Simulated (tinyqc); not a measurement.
From remote-phonon mobility back to temperature T: scattering of inversion-layer electrons by surface optical phonons of the gate insulator (remote phonon scattering). Computed by tinyqc, a small Python program. Command: `OMP_NUM_THREADS=1 python tinyqc.py 3112709 3112710 out.jsonl sophonon inv`. One thread of a shared host (Intel(R) Xeon(R) Processor @ 2.30GHz), about 0.05 s of CPU time with the checks.

One subband with the Fang-Howard envelope; insulator and channel are half-spaces, the gate is far away, and an interlayer only moves the polar surface away by t (its own modes and its permittivity contrast are left out).

Inputs (values chosen for the exercise, modelled on AlN on silicon):

| quantity | value | unit |
|---|---|---|
| static constant of the insulator eps_0s | 9.29 | - |
| intermediate constant eps_i | 7.44 | - |
| optical constant eps_inf | 4.71 | - |
| hbar omega_TO1 | 82.4 | meV |
| hbar omega_TO2 | 88 | meV |
| constant of the channel eps_s | 11.7 | - |
| in-plane mass m | 0.193 | m_0 |
| valleys g_v | 2 | - |
| sheet density n | 4.8e+12 | 1/cm^2 |
| mean distance of the electrons z0 = 3/b | 2.6 | nm |
| interlayer thickness t | 0 | nm |
| mobility from other processes | 820 | cm^2/(V s) |

Screening by the channel electrons: static.

Constants: k_B = 8.617333262e-05 eV/K; hbar^2/(2 m_0) = 3.80998212 eV angstrom^2; e^2/(4 pi eps_0) = 14.39964548 eV angstrom; hbar = 6.582119569e-16 eV s; e = 1.602176634e-19 C; m_0 = 9.1093837015e-31 kg.

Method:
- eps(w) = eps_inf + (eps_0s - eps_i) w1^2/(w1^2 - w^2) + (eps_i - eps_inf) w2^2/(w2^2 - w^2). Surface modes solve eps(w) + eps_s = 0, a quadratic in w^2; the strength of a mode is g = 2/(w d eps/dw).
- Occupation N = 1/(exp(hbar w/(k_B T)) - 1).
- Density of states D = g_v m/(pi hbar^2); eta = E_F/(k_B T) = ln(exp(n/(D k_B T)) - 1); screening wave number q_s = e^2 D/(2 eps_0 eps_avg) x 1/(1 + exp(-eta)), eps_avg = (eps_s + eps_inf)/2; b = 3/z0.
- For a mode of strength g, without the occupation factor, Area x |M(q)|^2 = e^2 hbar w g/(2 eps_0 q) x (b/(b + q))^6 exp(-2 q t) / (1 + (q_s/q) H(q))^2, H = (1 + 9 x/8 + 3 x^2/8)/(1 + x)^3, x = q/b.
- Approximate momentum relaxation rate, taking tau v alike in the initial and final states: 1/tau = (m/(2 pi hbar^3)) sum over modes and over absorption (N, E' = E + hbar w) and emission (N + 1, E' = E - hbar w > 0) of [(1 - f(E'))/(1 - f(E))] int_0^(2 pi) Area |M(q)|^2 (1 - cos theta) d theta, q^2 = k^2 + k'^2 - 2 k k' cos theta, f the Fermi function; 48 midpoints in theta from 0 to pi.
- mu = (e/m) int tau E f (1 - f) dE/(k_B T int f dE), by 300 midpoints from 0 to (max(eta, 0) + 14) k_B T; Matthiessen sum with the other processes.

Task: A run gave the result below. Find the temperature T, known to lie between 120 and 180 K.

remote-phonon mobility = 7.094202e+07 cm^2/(V s)

Result:

Each step takes the trial c = (a f_b - b f_a)/(f_b - f_a), f being the result less the target and a, b, c the logarithms of the listed values; c replaces end b, the old b replaces a if the sign of f changed, and otherwise f_a is halved.

Scan of the range:

| temperature T (K) | remote-phonon mobility (cm^2/(V s)) |
|---|---|
| 120 | 1.94798e+08 |
| 128 | 1.09955e+08 |
| 137 | 6.24980e+07 |
| 147 | 3.58731e+07 |
| 157 | 2.20925e+07 |
| 168 | 1.36980e+07 |
| 180 | 8.67909e+06 |

False position (Illinois rule, in the logarithm of the input) inside the bracket:

| step | end a | end b | trial | remote-phonon mobility (cm^2/(V s)) |
|---|---|---|---|---|
| 1 | 128.000 | 137.000 | 135.354 | 6.88858e+07 |
| 2 | 128.000 | 135.354 | 134.634 | 7.20509e+07 |
| 3 | 135.354 | 134.634 | 134.886 | 7.10000e+07 |
| 4 | 135.354 | 134.886 | 134.911 | 7.08969e+07 |
| 5 | 134.886 | 134.911 | 134.900 | 7.09420e+07 |
| 6 | 134.886 | 134.900 | 134.900 | 7.09420e+07 |
| 7 | 134.900 | 134.900 | 134.900 | 7.09420e+07 |

Remote-phonon mobility falls at every point of a 13-point scan of the range (every second point is shown), so one value fits; it is bracketed by 128 and 137. Answer: temperature T = 134.9 K.

Caution: a relaxation time is only an approximation for inelastic scattering, and static or no screening brackets the true dynamic screening only roughly.
